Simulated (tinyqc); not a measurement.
From results back to parameters: Koster-Slater impurity in an sp3s* host.

Problem. In the Koster-Slater model a defect shifts the s level of its site by Vs and the p levels by Vp; an A1 level solves 1/Vs = G_s(E) and a T2 level 1/Vp = G_p(E), E from the top of the valence band. A defect has an A1 level at E = 0.3671 eV, one of the energies of the table, and a T2 level at 1.1013 eV.

G(E) of the host (1/eV):
```
E (eV),G_s,G_p
0.0000,-0.1007920,-0.0093119
0.1836,-0.1194280,-0.0380476
0.3671,-0.1409153,-0.0609689
0.5507,-0.1663851,-0.0825892
0.7342,-0.1975287,-0.1048910
0.9178,-0.2370752,-0.1296032
1.1013,-0.2898472,-0.1590483
1.2849,-0.3655449,-0.1973526
1.4685,-0.4884636,-0.2539710
```

Find: Vs, Vp.

Solution. Read G_s and G_p at the two energies and invert them. Vs is attractive and pulls its level down from the conduction bands. Vp is attractive and pulls its level down from the conduction bands.

Vs, Vp (eV): -7.1  -6.3

Computed by tinyqc, a small Python program: `OMP_NUM_THREADS=1 python tinyqc.py 1450957 1450958 out.jsonl` (the numbers bound the seed that draws the inputs); one thread of a shared host (Intel(R) Xeon(R) Processor @ 2.30GHz), about 0.04 s for the whole set of steps.
